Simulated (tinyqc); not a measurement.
Inputs raised by 5 %, one at a time: growth of a silicide layer between metal and silicon: linear-parabolic kinetics, ramp anneals and Kissinger analysis. Computed by tinyqc, a small Python program. Command: `OMP_NUM_THREADS=1 python tinyqc.py 3018027 3018028 out.jsonl silicide sens`. One thread of a shared host (Intel(R) Xeon(R) Processor @ 2.30GHz), about 0.1 s of CPU time with the checks.

One compound layer of thickness x grows by diffusion through itself and reaction at an interface, dx/dt = 1/(2x/K + 1/v), until the metal is used up at x = a h.

Inputs (values chosen for the exercise, modelled on Ni2Si):
```
quantity,value,unit
metal thickness h,39,nm
silicide formed per metal thickness a,1.47,-
prefactor of the parabolic constant K,2.3e+14,nm^2/s
activation energy E of K,1.52,eV
prefactor of the interface velocity v,5e+14,nm/s
activation energy E_v,1.67,eV
temperature T,300,C
time t,550,s
```

Constants: k_B = 8.617333262e-05 eV/K.

Method:
- The silicide ends at the thickness a h.
- K = K0 exp(-E/(k_B T)), v = v0 exp(-E_v/(k_B T)).
- Temperatures in kelvin are T(C) + 273.15.
- x^2/K + x/v = t, so x = (K/(2v)) [sqrt(1 + 4 v^2 t/K) - 1], capped at a h; completion time t_c = (a h)^2/K + a h/v, a h being the final thickness; crossover thickness K/v.

Runs:
```
input moved,from,to,completion time (s),thickness at time t (nm),crossover thickness (nm)
base run,-,-,387.0,57.330,9.588
metal thickness h (nm),39,40.95,423.8,60.197,9.588
prefactor of the parabolic constant K (nm^2/s),2.3e+14,2.415e+14,371.2,57.330,10.067
activation energy E of K (eV),1.52,1.596,1600.2,33.195,2.058
prefactor of the interface velocity v (nm/s),5e+14,5.25e+14,384.4,57.330,9.131
activation energy E_v (eV),1.67,1.7535,632.3,52.283,51.994
time t (s),550,577.5,387.0,57.330,9.588
```

Exponents ln(y'/y) / ln(x'/x):
```
input,completion time,thickness at time t,crossover thickness
metal thickness h,1.860,1.000,0.000
prefactor of the parabolic constant K,-0.854,0.000,1.000
activation energy E of K,29.092,-11.200,-31.538
prefactor of the interface velocity v,-0.140,0.000,-1.000
activation energy E_v,10.060,-1.889,34.651
time t,0.000,0.000,0.000
```

Among the inputs moved here: completion time answers most in size to activation energy E of K (exponent +29.092), next to activation energy E_v (+10.060); its exponent is below 0.0005 for time t. Thickness at time t answers most in size to activation energy E of K (exponent -11.200), next to activation energy E_v (-1.889); its exponent is below 0.0005 for prefactor of the parabolic constant K, prefactor of the interface velocity v, time t. Its exponent 0.000 in time t: the metal is used up. Crossover thickness answers most in size to activation energy E_v (exponent +34.651), next to activation energy E of K (-31.538); its exponent is below 0.0005 for metal thickness h, time t.

Extremes, crossings and ranges named in words are read from the listed rows.
